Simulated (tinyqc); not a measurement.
Inside a calculation. Model: thermal, flicker and telegraph noise of a field-effect transistor. Computed by tinyqc, a small Python program that keeps every step. Command: `OMP_NUM_THREADS=1 python tinyqc.py 3027671 3027672 out.jsonl noise walk`. One thread of a shared host (Intel(R) Xeon(R) Processor @ 2.30GHz), about 0.01 s of CPU time with the checks. Intermediate numbers are printed to about 5 digits and carried at full precision; extremes and crossings named in words are read from the listed rows.

Strong inversion, threshold roll-off and channel-length modulation left out; noise sources are uncorrelated and are given as one-sided spectral densities. The drain voltage is 50 mV.

Inputs (values chosen for the exercise, modelled on a high-k silicon transistor):
```
quantity                                   value         unit
width W                                       11   micrometre
length L                                     310           nm
electrical oxide thickness t                 6.3           nm
mobility mu                                  490   cm^2/(V s)
overdrive V_ov                              0.35            V
oxide trap density N_t                   2.4e+17  1/(eV cm^3)
oxide barrier phi                            2.4           eV
oxide mass m_ox                             0.35          m_0
Coulomb scattering coefficient alpha_sc     2100        V s/C
frequency f                                   40           Hz
temperature T                                300            K
```

Operating region: linear. Flicker model: number with correlated mobility.

Constants: eps_0 = 8.8541878128e-12 F/m; hbar = 1.054571817e-34 J s; m_0 = 9.1093837015e-31 kg; e = 1.602176634e-19 C; k_B = 8.617333262e-05 eV/K; k_B = 1.380649e-23 J/K.

## Operating point

C_ox = 3.9 eps_0/t; I = mu C_ox (W/L) V_ov V_D; g_m = I/V_ov; g_d0 = I/V_D.

C_ox = 0.54812 microfarad/cm^2

drain current I = 166.78 microampere

g_m = 476.51 microsiemens

g_d0 = 3335.6 microsiemens

## Flicker noise

Tunnelling length lambda = hbar/(2 sqrt(2 m_ox phi)); flat-band noise S_Vfb = e^2 k_B T lambda N_t/(W L C_ox^2 f). S_I = g_m^2 S_Vfb (1 + alpha_sc mu C_ox I/g_m)^2.

tunnelling length lambda = 1.0649 angstrom

S_Vfb = 4.1386e-12 V^2/Hz

flicker S_I = 1.3473e-18 A^2/Hz

flicker S_I/I^2 = 4.8440e-11 1/Hz

## Thermal noise and corner

Thermal: S_I = 4 k_B T g_d0; input-referred S_V = S_I/g_m^2; corner f_c where flicker equals thermal. Total input noise from 1 Hz to f_c: sqrt(S_V,thermal [f_c ln(f_c/1 Hz) + f_c - 1 Hz]).

thermal S_I = 5.5263e-23 A^2/Hz

input-referred thermal noise = 15.601 nV/sqrt(Hz)

corner frequency f_c = 9.7523e+05 Hz

input noise up to f_c = 59.250 microvolt

full shot noise 2eI over thermal S_I = 0.96704

At f the noise is flicker dominated (f_c/f = 24400).

## How many traps?

Active traps per decade of time constant: N_dec = N_t k_B T W L lambda ln(10); a single trap at the interface shifts the threshold by e/(W L C_ox) and the current by g_m times that; tunnelling depth for frequency f, z = lambda ln(1/(2 pi f tau_0)), tau_0 = 1e-10 s.

traps per decade = 5.1876

threshold step of one trap = 0.0085720 mV

current step of one trap = 0.0024491 %

depth probed at f = 1.8634 nm

With several traps per decade their Lorentzians merge into 1/f.

## Telling the models apart

The formulas are those given above.

Against the overdrive:
```
V_ov (V)  I (microampere)  (g_m/I)^2 (1/V^2)  S_I/I^2 (1/Hz)  S_I/g_m^2 (V^2/Hz)
0.20                95.30             25.000      1.2813e-10          5.1250e-12
0.25               119.13             16.000      8.6209e-11          5.3880e-12
0.32               152.48              9.766      5.6322e-11          5.7674e-12
0.40               190.60              6.250      3.8854e-11          6.2167e-12
0.50               238.25              4.000      2.7208e-11          6.8020e-12
0.63               300.20              2.520      1.9154e-11          7.6023e-12
0.80               381.21              1.562      1.3619e-11          8.7160e-12
1.00               476.51              1.000      1.0124e-11          1.0124e-11
```

S_I/I^2 falls as V_ov^-1.78 at first and V_ov^-1.33 at the end; (g_m/I)^2 as V_ov^-2.00 and V_ov^-2.00. The input-referred noise rises by a factor 1.98, because trapped charge also scatters, and that term grows with I/g_m.

Checks made by the program: g_m against a numerical derivative of I (relative difference below 1e-10).
